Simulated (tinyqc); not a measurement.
One level coupled to a phonon between two leads, self-consistent Born approximation: two steps of the calculation.

Wide-band leads with mu_L = +V/2 and mu_R = -V/2; phonons in equilibrium, Nq = 1/(exp(w0/kB T) - 1). Scattering links only energies that differ by w0, so a ladder E_k = E1 + k w0 closes on itself; terms that reach past its ends are dropped. Gn and Gp are the electron and hole parts of the spectral function A = Gn + Gp.

Parameters, values chosen for the exercise:
```
symbol,value,unit,meaning
T,300,K,temperature of leads and phonons
w0,50,meV,phonon energy
ed,-44,meV,level
GL,34,meV,coupling to the left lead
GR,18,meV,coupling to the right lead
V,88,mV,bias
nr,5,,rungs of the ladder shown
E1,-100,meV,lowest rung
```

Constants: q = 1.602176634e-19 C, kB = 1.380649e-23 J/K, Vt = kB T/q. Results are converted to the units shown.

Task 1. The ladder and the first Green functions. |G|^2 = 1/[(E - ed)^2 + (GL + GR + Sin + Sout)^2/4], Gn = |G|^2 (GL fL + GR fR + Sin), Gp = |G|^2 (GL (1 - fL) + GR (1 - fR) + Sout), f = 1/(1 + exp((E - mu)/kB T)). On a single ladder the real part of the phonon self-energy, which needs all energies, is left out. At the start Sin = Sout = 0.

Give: E; fL; fR; Gn; Gp; Nq.

Result 1.

```
rung  E (meV)       fL         fR  Gn (1/meV)  Gp (1/meV)
0        -100  0.99620    0.89717    0.013122   5.1940e-4
1         -50  0.97432    0.55776    0.060627    0.012406
2           0  0.84580    0.15420    0.012072   0.0078359
3          50  0.44224   0.025679   0.0016293   0.0038374
4         100  0.10283  0.0037954   1.6647e-4   0.0022621
```

Nq = 0.16898

Task 2. Green functions. 

```
rung  E (meV)    Sin (meV)   Sout (meV)
0        -100    2.6944187  0.079221464
1         -50   0.63290807  0.075623332
2           0   0.46302504   0.57317825
3          50  0.086249901   0.37309169
4         100  0.010629208   0.17395493
```

Give: Gn after iteration 2; Gp after iteration 2.

Result 2.

```
rung  Gn after iteration 2 (1/meV)  Gp after iteration 2 (1/meV)
0                         0.013565                     5.2989e-4
1                         0.059954                      0.012195
2                         0.012123                     0.0079723
3                        0.0016363                     0.0038718
4                        1.6693e-4                     0.0022697
```

Range of the model: The self-consistent Born approximation keeps only non-crossing phonon lines and no Hartree shift; it is rough once the coupling nears the phonon energy.

Numbers from tinyqc (`OMP_NUM_THREADS=1 python tinyqc.py 2720114 2720115 out.jsonl`; about 0.1 s on one thread of a shared Intel Xeon 2.30GHz).
